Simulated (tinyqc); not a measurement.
From results back to parameters: thin (001) film in sp3s* tight binding with raised dangling bonds. Two cases, with inputs chosen for the exercise.

Problem. The gap of a passivated film (lowest level above mid-gap less highest below, mid-gap being half the lower bulk edge) belongs to a hidden number of planes between 6 and 45.

Planes alternate anion (a), cation (c) along [001], a/4 apart, starting with an anion; zero in-plane momentum; levels counted from the bulk Ev, the lower root of [[Epa, Vxx], [Vxx, Epc]]; no spin-orbit coupling. Block of s, pz, s*: from an anion to the cation above, Vss/2 (s,s), Vsapc/2 (s,z), -Vscpa/2 (z,s), Vxx/2 (z,z), Vxapc/2 (s*,z), -Vpaxc/2 (z,s*); to the cation below the same with the s-z and s*-z signs reversed. Block of u = (px + py)/sqrt2 and v = (px - py)/sqrt2: to the cation above (Vxx + Vxy)/2 for u and (Vxx - Vxy)/2 for v, to the cation below the reverse. Each surface atom has two dangling sp3 hybrids; raising both by dl adds (dl/2) [[1, t], [t, 1]] to its s, pz levels (t = -1 at the bottom face, +1 at the top) and dl to the one of u, v in whose plane the missing bonds lie (v for a bottom anion or a top cation, u for a top anion).

Find: N; thickness N a/4.

Case 1.

Values chosen (out of a larger set: near a published set for GaP, fitted to gaps, whose masses and valley positions are rough; not measured data): p = (-8.112, 1.126, -2.205, 4.131, 8.51, 7.187, -7.484, 2.144, 5.148, 4.276, 6.342, 4.66, 5.091) eV (order Esa, Epa, Esc, Epc, Exa, Exc, Vss, Vxx, Vxy, Vsapc, Vscpa, Vxapc, Vpaxc); dp = 30 eV (value of dl for the passivated films); a = 5.451 angstrom (lattice constant).

edges (eV): Gamma 2.8768, Delta 2.3415

gap of the film = 2.3902 eV

Solution.

N = 31
thickness N a/4 = 42.25 angstrom

Computing the films in turn gives 2.3914, 2.3902 and 2.3857 eV for N = 30, 31 and 32; no other N in the range comes within 1 meV.

Case 2.

Values chosen (out of a larger set: near a published set for Si, fitted to gaps, whose masses and valley positions are rough; not measured data): p = (-4.174, 1.719, -4.174, 1.719, 6.642, 6.642, -8.344, 1.709, 4.567, 5.697, 5.697, 5.36, 5.36) eV (order Esa, Epa, Esc, Epc, Exa, Exc, Vss, Vxx, Vxy, Vsapc, Vscpa, Vxapc, Vpaxc); dp = 30 eV (value of dl for the passivated films); a = 5.43 angstrom (lattice constant).

edges (eV): Gamma 3.4180, Delta 1.1425

gap of the film = 1.7509 eV

Solution.

N = 9
thickness N a/4 = 12.22 angstrom

Computing the films in turn gives 1.7949, 1.7509 and 1.6258 eV for N = 8, 9 and 10; no other N in the range comes within 1 meV.

Computed by tinyqc, one run a case: `OMP_NUM_THREADS=1 python tinyqc.py N N+1 out.jsonl` with N = 1481147, 1481178; one thread of a shared Intel(R) Xeon(R) Processor @ 2.30GHz, about 0.4 s a run at most.
